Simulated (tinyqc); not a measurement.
Worked calculation: conductance of a narrow metal strip with scatterers (square lattice, Green functions). Values are carried at full precision from step to step, so a last printed digit may differ when a step is redone from the rounded ones.

A strip of W sites across with hard walls, site energy 0 and hopping -t. Mode n = 1 to W has profile chi_n(j) = sqrt(2/(W + 1)) sin(n j pi/(W + 1)) and energy en = -2t cos(n pi/(W + 1)); E = en - 2t cos(kn a). With z_n = exp(i kn a) (Im k > 0 for closed modes, |z| < 1) each lead gives the self-energy -t z_n in mode n. One column carries the site energies v, here one foreign atom. In the mode basis V_nm = sum_j chi_n(j) v_j chi_m(j), G = (E - en + 2 t z_n - V)^-1, and t_nm = 2t sqrt(sin(kn a) sin(km a)) G_nm in size for open modes. T = sum |t_nm|^2, conductance (2e^2/h) T.

Constants: e^2/h = 3.874045865e-05 S.

Inputs chosen for the exercise (hopping and spacing of the size met in Cu or Al; the lattice is a model; the results hold for these values, not for the real material):
- t = 1.12 eV (hopping)
- a = 2.79 angstrom (spacing)
- W = 5 (sites across)
- E = -0.83 eV (Fermi energy)
- v = (0, 0, 0, -4.1, 0) eV (site energies in the scattering column)

## Modes at the Fermi energy

For each n: en, cos(kn a) = (en - E)/(2t), z_n and the velocity 2 t a sin(kn a) (zero if closed).

Modes:

| n | en (eV) | cos(k a) | z | dE/dk (eV angstrom) |
|---|---|---|---|---|
| 1 | -1.9399 | -0.49549 | -0.49549+0.86861i | 5.4285 |
| 2 | -1.1200 | -0.12946 | -0.12946+0.99158i | 6.1970 |
| 3 | 0.0000 | 0.37054 | 0.37054+0.92882i | 5.8047 |
| 4 | 1.1200 | 0.87054 | 0.87054+0.49211i | 3.0755 |
| 5 | 1.9399 | 1.23656 | 0.50918 | 0.0000 |

4 of 5 modes are open, so the clean strip has a resistance of 3227 ohm, whatever its length.

## The scatterer in the mode basis

Form V_nm.

V (eV), lower triangle:
```
         n=1      n=2  n=3      n=4      n=5
n=1  -1.0250
n=2   1.0250  -1.0250
n=3        0        0    0
n=4  -1.0250   1.0250    0  -1.0250
n=5   1.0250  -1.0250    0   1.0250  -1.0250
```

A single site couples every mode that has amplitude on it.

## Green function and transmission

E - en + 2 t z_n = 2t (z_n - cos(kn a)). Invert, form |t_nm|^2 = (2t)^2 Im(z_n) Im(z_m) |G_nm|^2 and sum. The added resistance is 1/(2 (e^2/h) T) less the same for the clean strip.

G (1/eV):
```
                 n=1              n=2       n=3              n=4              n=5
n=1   0.0263-0.3779i  -0.0230-0.1192i    0.0000   0.0464+0.2402i  -0.1625+0.0314i
n=2  -0.0230-0.1192i   0.0202-0.3458i    0.0000  -0.0407-0.2104i   0.1423-0.0275i
n=3           0.0000           0.0000  -0.4806i           0.0000           0.0000
n=4   0.0464+0.2402i  -0.0407-0.2104i    0.0000   0.0820-0.4833i  -0.2868+0.0555i
n=5  -0.1625+0.0314i   0.1423-0.0275i    0.0000  -0.2868+0.0555i  -0.6513-0.1940i
```

|t_nm|^2, lower triangle:
```
        n=1     n=2     n=3     n=4  n=5
n=1  0.5432
n=2  0.0637  0.5920
n=3       0       0  1.0000
n=4  0.1283  0.1124       0  0.2919
n=5       0       0       0       0    0
```

T = 3.0360
added resistance = 1024 ohm

Mode 4 passes least (0.533) and mode 3 most (1.000); 20.1 % of the transmitted flux changes mode.

## Checks

- Transmitted plus reflected flux against the number of open modes: both 4.00000.

Computed by tinyqc, a small Python program: `OMP_NUM_THREADS=1 python tinyqc.py 1452135 1452136 out.jsonl` (the numbers bound the seed that draws the inputs); one thread of a shared host (Intel(R) Xeon(R) Processor @ 2.30GHz), about 0.01 s for the whole set of steps.
